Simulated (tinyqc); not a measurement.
Thickness of the outer barriers: quantum well in an electric field by finite differences.

Finite differences on points z_i at the centres of cells of width h: H_ii = (c/h^2)(1/m_(i-1/2) + 1/m_(i+1/2)) + V_i, H_(i,i+1) = -(c/h^2)/m_(i+1/2), where m_(i+1/2) is the mean of the masses at the two points (the end values are repeated outwards), psi = 0 on the points beyond both ends, c = hbar^2/2m0. The field adds e F (z - z0) with z0 the middle of the structure; 1 kV/cm = 1e-5 eV/angstrom.

Constants: hbar^2/2m0 = 3.80998211 eV angstrom^2.

Parameters, chosen for this exercise (out of a larger set: near those of an InGaAs well in InP; not measured data): layers = ((78, 0.258, 0.0816), (104, 0, 0.042), (78, 0.258, 0.0816)) (each layer: thickness in angstrom, band edge in eV, mass in m0); hf = 1.625 angstrom (cell width of the fine grid).

Fine grid, zero field, both outer layers set to each thickness in turn.

Levels (eV):

| outer layers (angstrom) | E1 | E2 | E3 |
|---|---|---|---|
| 19.500 | 0.03965 | 0.16442 | 0.38155 |
| 39.000 | 0.03725 | 0.15211 | 0.33076 |
| 78.000 | 0.03707 | 0.15025 | 0.29421 |
| 156.000 | 0.03707 | 0.15020 | 0.27143 |
| 312.000 | 0.03707 | 0.15020 | 0.26201 |

Which of the three levels are properties of the well, and how thick must the outer layers be?

E1 is bound, and within 0.1 meV of the last row from 78 angstrom on. E2 is bound, and within 0.1 meV of the last row from 78 angstrom on. E3 lies above the barrier edge 0.258 eV and keeps falling (-9.4 meV in the last step): it is a state of the box.

Program tinyqc; command `OMP_NUM_THREADS=1 python tinyqc.py 1250942 1250943 out.jsonl`; about 0.02 s on one thread of a shared Intel(R) Xeon(R) Processor @ 2.30GHz.
